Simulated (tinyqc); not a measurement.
Carrier statistics of a doped semiconductor with parabolic bands: one step. Intrinsic density and level. Two cases, with inputs chosen for the exercise.

Question. With Boltzmann statistics ni = sqrt(Nc Nv) exp(-Eg/2kT) and Ei = Eg/2 + (kT/2) ln(Nv/Nc), counted from Ev.

Give: ni; Ei.

Case 1.

Eg = 3.2628407 eV
kT = 0.01292600 eV
Nc = 6.471870e+18 1/cm^3
Nv = 1.171057e+19 1/cm^3

Answer.

ni = 1.34e-36 1/cm^3
Ei = 1.6353 eV

Ei lies 3.8 meV above midgap, towards the band with the smaller density of states.

Case 2.

Eg = 3.1572686 eV
kT = 0.04308667 eV
Nc = 4.017685e+19 1/cm^3
Nv = 6.908864e+19 1/cm^3

Answer.

ni = 6.45e+03 1/cm^3
Ei = 1.5903 eV

Ei lies 11.7 meV above midgap, towards the band with the smaller density of states.

Computed by tinyqc, one run a case: `OMP_NUM_THREADS=1 python tinyqc.py N N+1 out.jsonl` with N = 1652427, 1652443; one thread of a shared Intel(R) Xeon(R) Processor @ 2.30GHz, about 0.01 s a run at most.
